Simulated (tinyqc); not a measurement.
Width from the threshold shift.

Question. Undoped body with a flat potential across it, hard walls, transport along x. One isotropic valley (g = 1, mx = my = mz = me). Non-parabolicity enters the subband edges through E (1 + al E) = gamma, so E = 2 gamma/(1 + sqrt(1 + 4 al gamma)); motion within a subband is taken as parabolic with the band-edge mass. Energies are counted from the bulk band edge. gamma = C pi^2 [a^2/(my (t + dl)^2) + b^2/(mz (H + dl)^2)], C = hbar^2/(2 m0). Each subband has N_k = g sqrt(2 mx m0 kB T/(pi hbar^2)); without degeneracy n = exp(EF/Vt) sum N_k exp(-E_k/Vt). Classical value Nc times t H, Nc = sum over valleys of 2 g (m m0 kB T/(2 pi hbar^2))^1.5 with m = (mx my mz)^(1/3). Threshold shift dVT = Vt ln(classical value/sum N_k exp(-E_k/Vt)). Find t and the lowest subband edge.

Inputs (values chosen for the exercise); masses close to those of InAs:
- T = 400 K (temperature)
- me = 0.0229 m0 (mass at the band edge)
- al = 2.7 1/eV (non-parabolicity)
- dl = 0.2 nm (widening of the box by penetration into the insulator)
- H = 19 nm (height (along z))

Constants: q = 1.602176634e-19 C, kB = 1.380649e-23 J/K, hbar = 1.054571817e-34 J s, m0 = 9.1093837015e-31 kg, Vt = kB T/q, hbar^2/(2 m0) = 0.0380998212 eV nm^2. Results are converted to the units shown.

dVT = 74.072073 mV

Solution. dVT is evaluated for trial values of t with all subbands; between 1.5 and 25 nm one value matches.

t = 12.7 nm
E_1 = 110 meV

Numbers from tinyqc (`OMP_NUM_THREADS=1 python tinyqc.py 2350002 2350003 out.jsonl`; about 0.07 s on one thread of a shared Intel Xeon 2.30GHz).
